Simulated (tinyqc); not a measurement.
# Long-channel MOSFET, surface-potential model: effects of single changes

n-channel transistor on a uniformly doped p-type body, gradual-channel approximation, constant mobility, Boltzmann statistics, full ionisation. Potentials are counted from the neutral body; V is the electron quasi-Fermi potential, Vsb at the source and Vsb + Vds at the drain. Charges are magnitudes per area.

Parameters, values chosen for the exercise; material values close to those of silicon:
```
symbol,value,unit,meaning
T,300,K,temperature
Eg,1.13,eV,band gap
eps_r,11.8,,relative permittivity of the semiconductor
Nc,2.79e19,cm^-3,conduction-band density of states at T
Nv,2.64e19,cm^-3,valence-band density of states at T
Na,4.1e15,cm^-3,acceptor density of the body
eox,7.39,,relative permittivity of the gate insulator
tox,8.7,nm,insulator thickness
Vfb,-0.8,V,flat-band voltage
mu,440,cm^2/(V s),channel mobility
W,20,um,gate width
L,10,um,gate length
Vsb,0,V,source-body reverse bias
Vgs,0.07,V,gate-source voltage
Vds,0.8,V,drain-source voltage
```

Constants: q = 1.602176634e-19 C, kB = 1.380649e-23 J/K, Vt = kB T/q, eps0 = 8.8541878128e-14 F/cm where lengths are in cm. Results are converted to the units shown.

Each table varies one quantity; the others keep the values above.

## Effect of the acceptor density of the body

ni = sqrt(Nc Nv) exp(-Eg/(2 Vt)), Eg in volts; phiF = Vt ln(Na/ni); Cox = eps0 eox/tox; gamma = sqrt(2 q eps0 eps_r Na)/Cox. The surface potential psi at channel potential V solves Vgs + Vsb - Vfb - psi = gamma sqrt(G), G = psi - Vt + Vt exp((psi - 2 phiF - V)/Vt). Charge sheet: Qi = Cox gamma [sqrt(G) - sqrt(psi - Vt)]; I = mu (W/L) [integral of Qi dpsi from psi_0 to psi_L (drift) + Vt (Qi0 - QiL) (diffusion)], with psi_0 at V = Vsb and psi_L at V = Vsb + Vds. VT = Vfb + 2 phiF + gamma sqrt(2 phiF + Vsb), m = 1 + gamma/(2 sqrt(2 phiF + Vsb)). The swing is 20 mV/log10[I(VT - 0.14 V)/I(VT - 0.16 V)] of the charge-sheet current at the given Vds.

Results:
```
Na (cm^-3),gamma (V^0.5),VT (V),m,swing (mV/decade),"I at Vgs, Vds (uA)"
4.1e14,0.01558,-0.2323,1.010,62.39,5.215
7.6e14,0.02121,-0.1958,1.014,62.46,3.977
1.4e15,0.02879,-0.1578,1.018,62.62,2.841
4.8e15,0.05330,-0.07267,1.032,63.34,0.9694
8.9e15,0.07258,-0.02343,1.043,63.97,0.3797
1.6e16,0.09731,0.02954,1.056,64.79,0.1006
```

Estimate the missing row, Na = 2.6e15 cm^-3.

Computed row:
```
Na (cm^-3),gamma (V^0.5),VT (V),m,swing (mV/decade),"I at Vgs, Vds (uA)"
2.6e15,0.03923,-0.1168,1.024,62.91,1.811
```

With this row back in the table: As Na goes from 4.1e14 to 1.6e16 cm^-3, VT rises from -0.232 to 0.0295 V, the swing rises from 62.4 to 64.8 mV a decade and the current falls from 5.22 to 0.101 uA. The swing is 3.7 % above m Vt ln 10 in the first row and 3.0 % above it in the last.

## Effect of the source-body reverse bias

Same model as above.

The same in every row: gamma (V^0.5) = 0.04926.

Result of one run:
```
Vsb (V),VT (V),m,swing (mV/decade),"I at Vgs, Vds (uA)"
1.5,-0.05223,1.017,60.96,0.4493
```

What becomes of these results when the source-body reverse bias Vsb is changed from 1.5 to 0.5 V, all else the same?

Result of the changed run:
```
Vsb (V),VT (V),m,swing (mV/decade),"I at Vgs, Vds (uA)"
0.5,-0.07148,1.023,61.79,0.8199
```

The whole series:
```
Vsb (V),VT (V),m,swing (mV/decade),"I at Vgs, Vds (uA)"
0,-0.08440,1.030,63.22,1.165
0.25,-0.07750,1.026,62.29,0.9707
0.5,-0.07148,1.023,61.79,0.8199
0.75,-0.06607,1.021,61.47,0.6990
1,-0.06112,1.019,61.25,0.6001
1.25,-0.05653,1.018,61.09,0.5181
1.5,-0.05223,1.017,60.96,0.4493
```

As Vsb goes from 0 to 1.5 V, VT rises from -0.0844 to -0.0522 V, the swing falls from 63.2 to 61.0 mV a decade and the current falls from 1.16 to 0.449 uA. The swing is 3.1 % above m Vt ln 10 in the first row and 0.72 % above it in the last.

tinyqc, about 0.04 s, one thread, Intel Xeon 2.30GHz (shared host): `OMP_NUM_THREADS=1 python tinyqc.py 2360121 2360122 out.jsonl`
